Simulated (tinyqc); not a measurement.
# Thermionic-field emission through a Schottky barrier, WKB: effect of temperature

Metal on an n-type semiconductor with one parabolic valley; V > 0 is forward bias (metal positive). Energies E are counted from the conduction edge of the neutral semiconductor, whose Fermi level lies at -xi; that of the metal lies at -xi - V. The barrier is a parabola of height Vd = phi - xi - V (depletion approximation, no image force).

Nc = 2 (2 pi me m0 kB T/h^2)^1.5 (times 1e-6 for cm^-3); Nd = Nc F12(-xi/Vt), F12(x) = (2/sqrt(pi)) int_0^infinity sqrt(u)/(1 + exp(u - x)) du; E00 = (hbar/2) sqrt(Nd/(me m0 eps0 eps_r)) in SI units (volts). For E < Vd, ln T(E) = -(Vd/E00) [sqrt(1 - y) - y ln((1 + sqrt(1 - y))/sqrt(y))], y = E/Vd; T(E) = 1 above. J = A* T (q/kB) int_0^infinity T(E) N(E) dE, N = ln[(1 + exp((-xi - E)/Vt))/(1 + exp((-xi - V - E)/Vt))], A* = 4 pi q me m0 kB^2/h^3 (times 1e-4 for A/(cm^2 K^2)). The integral is converged to the digits shown; the share over the barrier is that of E > Vd, and 0 means below 1e-6 %. phi is held fixed. By a common rule of thumb, E00/Vt below 0.5 marks thermionic emission, 0.5 to 5 thermionic-field emission and above 5 field emission.

Inputs (values chosen for the exercise); band and dielectric values close to those of gallium arsenide:
- me = 0.0679 m0 (electron mass)
- eps_r = 13 (relative permittivity)
- phi = 0.61 eV (barrier height seen from the metal)
- Nd = 6.4e18 cm^-3 (donor density)
- V = 0.11 V (bias)

Constants: q = 1.602176634e-19 C, kB = 1.380649e-23 J/K, eps0 = 8.8541878128e-12 F/m, hbar = 1.054571817e-34 J s, h = 6.62607015e-34 J s, m0 = 9.1093837015e-31 kg, Vt = kB T/q. Results are converted to the units shown.

Result of one run:
```
E00/Vt  J (A/cm^2)  share over the barrier (%)  mean E/Vd
9.669         1193                           0     0.1886
```

Which temperature T gave this result: 60, 100, 200, 250 or 500 K?

T = 60 K.

The whole series:
```
T (K)  E00/Vt  J (A/cm^2)  share over the barrier (%)  mean E/Vd
60      9.669        1193                           0     0.1886
100     5.801        1270                           0     0.1946
150     3.868        1435                           0     0.2065
200     2.901        1699                           0     0.2238
250     2.321        2104                     2.01e-6     0.2471
300     1.934        2711                     1.06e-4     0.2763
400     1.450        4935                      0.0127     0.3496
500     1.160        9591                       0.179     0.4331
```

J rises from 1190 to 9590 A/cm^2, and the mean E/Vd rises from 0.189 to 0.433, as E00/Vt falls from 9.67 (field emission) to 1.16 (thermionic-field emission). Between the first two rows J changes by a factor of 1.06, between the last two by 1.94.

Range of the model: The depletion approximation, a parabolic band and the neglect of image-force lowering make these currents estimates at high doping.

Computed by the program tinyqc: `OMP_NUM_THREADS=1 python tinyqc.py 2640153 2640154 out.jsonl`, one thread of a shared Intel Xeon 2.30GHz, about 0.06 s for the whole run.
